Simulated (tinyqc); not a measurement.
Inside a calculation: thresholds of impact ionisation and Auger recombination from band masses. Values are carried at full precision from step to step, so a last printed digit may differ when a step is redone from the rounded ones.

Parabolic bands, no phonon. At threshold the three slow carriers share one velocity. With M their total mass and m4 the mass of the fast carrier, the fast carrier has the kinetic energy E_T = G M/(M - m4) and the slow ones together E_a = G m4/(M - m4), the activation energy of the Auger rate. CCCH (fast electron): G = Eg, M = 2 me + mh, m4 = me. CHHS (hole into the split-off band): G = Eg - Dso, M = 2 mh + me, m4 = ms; this form holds for Eg > Dso (below, the process needs about Dso - Eg and is marked by a dash). CHHL (hole into the light band): G = Eg, M = 2 mh + me, m4 = ml. CHHH (fast heavy hole): G = Eg, M = 2 mh + me, m4 = mh.

Constants: kB = 8.617333262e-05 eV/K; hbar^2/2m0 = 3.80998211 eV angstrom^2.

Inputs chosen for the exercise (near those of InSb, gap at low temperature and not tied to T; not measured data):
```
symbol  value   unit  meaning
Eg      0.233   eV    gap at Gamma to the s-like level
Dso     0.79    eV    spin-orbit splitting
me      0.0138  m0    electron mass at Gamma
mh      0.39    m0    heavy-hole mass
ms      0.102   m0    split-off mass
ml      0.0152  m0    light-hole mass
T       400     K     temperature
```

## Thresholds of four processes

Give G, M, m4, E_T, E_a and E_a/kT.

Results:
```
process   G (eV)       M      m4  E_T (eV)  E_a (eV)  E_a/kT
CCCH      0.2330  0.4176  0.0138    0.2410    0.0080    0.23
CHHS     -0.5570  0.7938  0.1020         -         -       -
CHHL      0.2330  0.7938  0.0152    0.2375    0.0045    0.13
CHHH      0.2330  0.7938  0.3900    0.4580    0.2250    6.53
```

The lowest activation energy is that of CHHL (5 meV), then CCCH (8 meV). At equal G a light fast carrier takes up the energy with little momentum, so little is asked of the slow ones; CHHH asks 0.97 Eg. For equal masses E_T would be 3/2 Eg; for electrons here it is 1.034 Eg.

## Momenta at the CCCH threshold

At the threshold of the parabolic CCCH process the fast electron has E_T = Eg M/(M - me), M = 2 me + mh, and the slow carriers E_a = E_T - Eg together. It has k4 = sqrt(me E_T/c), c = hbar^2/2m0; the slow carriers share k4 in proportion to their masses. Give the wave vectors and kinetic energies, and check that they add up to E_a.

k4 = 0.02954 1/angstrom

electron, electron, hole (1/angstrom): 0.00098  0.00098  0.02759

their kinetic energies (meV): 0.26  0.26  7.44

sum = 7.96 meV

The hole carries 93 % of the momentum and of the energy of the slow carriers.

## Non-parabolicity raises the threshold

Non-parabolic fast electron: E (1 + alpha E) = c k^2/me with alpha = (1 - me)^2/Eg; the slow carriers stay parabolic, so E_T = Eg + me E_T (1 + alpha E_T)/M, M = 2 me + mh (the root between Eg and 1.9 Eg).

Give alpha, E_T, E_a = E_T - Eg and k4.

alpha = 4.1742 1/eV
E_T = 0.2499 eV
E_a = 0.0169 eV
k4 = 0.04300 1/angstrom

E_a is 2.12 times the parabolic value, since an electron at E_T above the edge has 1 + alpha E_T = 2.04 times the squared momentum, and E_T itself is 1.04 times higher.

## Temperature dependence

For non-degenerate carriers at fixed densities the Auger coefficient goes as exp(-E_a/kT), up to slowly varying powers of T. Give exp(-E_a/kT) for the parabolic and the non-parabolic CCCH value, and the characteristic temperature T0 = kT^2/E_a of each.

Boltzmann factors: 0.7937  0.6130

T0 (K): 1732  817

Non-parabolicity lowers the factor by 1.3 times; direct CCCH stays open at this temperature.

## Checks

- Largest energy that an electron at k4 can give to a pair, by numerical search, against Eg (eV): both 0.2330.

tinyqc: `OMP_NUM_THREADS=1 python tinyqc.py 1880253 1880254 out.jsonl`; about 0.01 s, one thread, shared Intel(R) Xeon(R) Processor @ 2.30GHz.
